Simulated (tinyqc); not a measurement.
Leakage currents through a thin dielectric: one step, computed by the program tinyqc.

Electrons leave an electrode with Fermi energy E_F above its band bottom; barriers are counted from the Fermi level, and both electrodes are alike. They cross the interlayer first.

Question. Transmission at the Fermi level. Fields: F_i = V/(t_i + t k_i/k), F = F_i k_i/k; equivalent oxide thickness 3.9 (t/k + t_i/k_i). WKB: a layer of mass m, field F and barrier b(x) = b_0 - e F x gives the exponent (4 sqrt(2 m)/(3 hbar e F)) [b_0^(3/2) - max(b_0 - e F t, 0)^(3/2)] for b_0 > 0; b_0 = barrier - (E - E_F), less e F_i t_i for the second layer; the transmission is D(E) = exp(-sum of exponents), without image force.

Inputs (values chosen for the exercise, modelled on TiO2):

| quantity | value | unit |
|---|---|---|
| barrier height phi_B | 0.617 | eV |
| tunnelling mass m | 0.56 | m_0 |
| static permittivity k | 51.3 | - |
| thickness t | 2.2 | nm |
| voltage V | 0.64 | V |
| interlayer thickness t_i | 0.7 | nm |
| interlayer barrier phi_i | 3.12 | eV |
| interlayer mass m_i | 0.44 | m_0 |
| interlayer permittivity k_i | 3.8 | - |

Stack: dielectric on an interlayer.

Constants: m_0 = 9.1093837015e-31 kg; e = 1.602176634e-19 C; hbar = 1.054571817e-34 J s.

Give: exponent of the interlayer; exponent of the dielectric; transmission D(E_F).

Answer.

exponent of the interlayer = 8.044

exponent of the dielectric = 2.848

transmission D(E_F) = 1.860e-05
